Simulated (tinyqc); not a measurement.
Against thickness at fixed field: leakage through a gate insulator: direct, Fowler-Nordheim, trap-assisted and Poole-Frenkel currents. Computed by tinyqc, a small Python program. Command: `OMP_NUM_THREADS=1 python tinyqc.py 3024764 3024765 out.jsonl oxideleak walk`. One thread of a shared host (Intel(R) Xeon(R) Processor @ 2.30GHz), about 0.01 s of CPU time with the checks.

Electrons enter from the cathode Fermi level at x = 0; the conduction band of the insulator lies phi_b - e F x above it, F = V/t. WKB exponents use a parabolic band with mass m.

Inputs (values chosen for the exercise, with an insulator like Al2O3):

| quantity | value | unit |
|---|---|---|
| thickness t | 5.5 | nm |
| barrier phi_b | 2.12 | eV |
| tunnelling mass m | 0.37 | m_0 |
| static constant eps_ox | 8.97 | - |
| voltage across the insulator V | 3.9 | V |
| trap depth phi_t | 1.7 | eV |
| trap density N_t | 5.5e+17 | cm^-3 |
| attempt rate nu_0 | 2e+12 | 1/s |
| activation of capture E_a | 0.24 | eV |
| temperature T | 350 | K |

Constants: hbar^2/(2 m_0) = 3.80998212 eV angstrom^2; e = 1.602176634e-19 C; hbar = 1.054571817e-34 J s; k_B = 8.617333262e-05 eV/K.

Method:
- For a level a distance phi(x) below the band, the WKB exponent is 2 int kappa dx with kappa = sqrt(m phi/(hbar^2/2m_0)); for a linear barrier from phi_1 down to phi_2 = max(phi_1 - e F d, 0) it is G = (4/3) sqrt(m/(hbar^2/2m_0)) (phi_1^(3/2) - phi_2^(3/2))/(e F).
- J_tun = e^3 F^2/(16 pi^2 hbar m phi_b) x exp(-G) / [1 - sqrt(phi_2/phi_b)]^2 with the free-electron mass in the cathode (m in m_0), phi_2 = max(phi_b - e V, 0): direct tunnelling for e V < phi_b, Fowler-Nordheim above. Image forces, back-flow and the limit on supply are left out, so J_tun is overstated below about 0.5 V.
- Equivalent oxide thickness = 3.9 t/eps_ox.
- A trap at depth x lies phi_t below the band. Capture: tunnel at the cathode Fermi level from 0 to x (G_in from phi_1 = phi_b), rate nu_0 exp(-G_in - E_c/k_B T) with E_c = E_a + max(phi_b - phi_t - e F x, 0), the last term being the height of the trap above the cathode Fermi level. Emission: tunnel from the trap level to the anode (G_out from phi_1 = phi_t over t - x), rate nu_0 exp(-G_out - E_a/k_B T). Re-emission to the cathode follows from detailed balance, rate_back = rate_in exp(dE/k_B T) with dE = phi_b - phi_t - e F x. Each trap passes R = rate_in rate_out/(rate_in + rate_back + rate_out) electrons per second; filling from the anode is left out.
- J_TAT = e N_t int_0^t R dx by the midpoint rule on 400 intervals; the most effective depth is the midpoint with the largest R, rounded to 0.01 nm.

field F = 7.09091 MV/cm

Currents:

| t (nm) | V (V) | J_tun (A/cm^2) | J_TAT (A/cm^2) |
|---|---|---|---|
| 1.2 | 0.8509 | 1.1707e+05 | 0.0045967 |
| 1.6 | 1.1345 | 4.2029e+03 | 0.0018952 |
| 2.2 | 1.5600 | 6.8009e+01 | 0.0003479 |
| 3.0 | 2.1273 | 1.3787e+00 | 0.0000437 |
| 4.0 | 2.8364 | 1.3787e+00 | 0.0000162 |
| 5.5 | 3.9000 | 1.3787e+00 | 0.0000162 |
| 7.5 | 5.3182 | 1.3787e+00 | 0.0000164 |
| 10.0 | 7.0909 | 1.3787e+00 | 0.0000166 |

Between the first rows J_tun falls by 3.61 decades per nm. From t = phi_b/(e F) = 2.99 nm it stops changing, since a triangular barrier does not feel the thickness. J_TAT stays below J_tun at all these thicknesses.

Extremes, crossings and ranges named in words are read from the listed rows.
